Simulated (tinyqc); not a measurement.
# Bandgap voltage reference from two bipolar transistors: output against temperature

Two transistors of area 1 and N carry the same current I. Is(T) = Is (T/T0)^eta exp[(Vg0 q/kB)(1/T0 - 1/T)], VBE1 = Vt ln(I/Is(T)) + I rb, VBE2 = Vt ln(I/(N Is(T))) + I rb/N. The amplifier forces I R1(T) = VBE1 - VBE2 + Vos, with R(T) = R (1 + tc (T - T0)) for both resistors, and the output is Vref = VBE1 + I R2(T). Base currents and the Early effect are neglected.

Vt = kB T/q; I = (Vt ln N + Vos)/(R1(T) - rb (1 - 1/N)).

Parameters, values chosen for the exercise; values of the order met in silicon bipolar transistors:
```
symbol,value,unit,meaning
T0,298,K,reference temperature
Vg0,1.163,V,band-gap voltage extrapolated to 0 K
eta,3.9,,temperature exponent of the saturation current
Is,1.9e-16,A,saturation current of the unit transistor at T0
N,8,,area ratio of the second transistor
R1,3.9,kohm,"resistor across which the difference of VBE falls, at T0"
tc,0,ppm/K,temperature coefficient of both resistors
Vos,0,mV,offset of the amplifier
rb,0,ohm,series resistance of the unit transistor
R2,42.84,kohm,output resistor at T0
```

Constants: q = 1.602176634e-19 C, kB = 1.380649e-23 J/K. Results are converted to the units shown.

Result of one run:
```
T (K)	I (uA)	VBE1 (V)	I R2 (V)	Vref (V)	Vref - Vref(T0) (mV)	dVref/dT (uV/K)
323	14.84	0.5918	0.6358	1.228	-1.001	-49.96
```

What becomes of these results when the temperature T is changed from 323 to 298 K, all else the same?

Result of the changed run:
```
T (K)	I (uA)	VBE1 (V)	I R2 (V)	Vref (V)	Vref - Vref(T0) (mV)	dVref/dT (uV/K)
298	13.69	0.6420	0.5866	1.229	0	-29.82
```

The whole series:
```
T (K)	I (uA)	VBE1 (V)	I R2 (V)	Vref (V)	Vref - Vref(T0) (mV)	dVref/dT (uV/K)
218	10.02	0.7989	0.4291	1.228	-0.5763	48.30
233	10.71	0.7700	0.4586	1.229	0.02199	31.67
253	11.62	0.7310	0.4980	1.229	0.4467	11.09
273	12.54	0.6917	0.5374	1.229	0.4759	-7.927
298	13.69	0.6420	0.5866	1.229	0	-29.82
323	14.84	0.5918	0.6358	1.228	-1.001	-49.96
348	15.99	0.5411	0.6850	1.226	-2.485	-68.59
373	17.14	0.4900	0.7342	1.224	-4.419	-85.92
398	18.29	0.4384	0.7834	1.222	-6.772	-102.1
423	19.44	0.3864	0.8326	1.219	-9.518	-117.4
```

VBE1 falls by 2.01 mV/K on average and I R2 rises by 1.97 mV/K. The slope of Vref vanishes at T = 264 K. Between 233 and 398 K Vref spans 7.28 mV, or 36.0 ppm/K by the box method (span over the average over T, over 165 K).

Program tinyqc, `OMP_NUM_THREADS=1 python tinyqc.py 2062096 2062097 out.jsonl`; Intel Xeon 2.30GHz, shared host, one thread, about 0.03 s.
